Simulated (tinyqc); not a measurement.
Ellipsometry and reflectance of a transparent film on an absorbing substrate: one step of the calculation.

Air (index 1), film, substrate with N2 = n2 - i k2; time factor exp(+i w t). q_j = sqrt(N_j^2 - sin^2 th), root with positive real part. Fresnel coefficients r_s = (q_a - q_b)/(q_a + q_b), r_p = (N_b^2 q_a - N_a^2 q_b)/(N_b^2 q_a + N_a^2 q_b). tan(Psi) exp(i Delta) = R_p/R_s, Delta taken from 0 to 360 degrees.

Question. Interface coefficients and thickness period. q0, q1, q2 and the coefficients r01 and r12 for p and s; the results repeat in d with the period lam/(2 q1).

Inputs (values chosen for the exercise); indices close to those of titanium dioxide on silicon:
- lam = 632.8 nm (wavelength)
- th = 70 degrees (angle of incidence)
- n1 = 2.381 (index of the transparent film)
- n2 = 3.882 (index of the substrate)
- k2 = 0.019 (extinction coefficient of the substrate)

Give: q0; q1; q2; r01,p; r01,s; r12,p; r12,s; period.

Answer.

q0 = 0.34202
q1 = 2.1877
q2 = 3.7666-0.0196i
r01,p = -0.060280
r01,s = -0.72960
r12,p = 0.21384-0.00219i
r12,s = -0.26517+0.00242i
period = 144.63 nm

Computed by the program tinyqc: `OMP_NUM_THREADS=1 python tinyqc.py 2870126 2870127 out.jsonl`, one thread of a shared Intel Xeon 2.30GHz, about 0.01 s for the whole run.
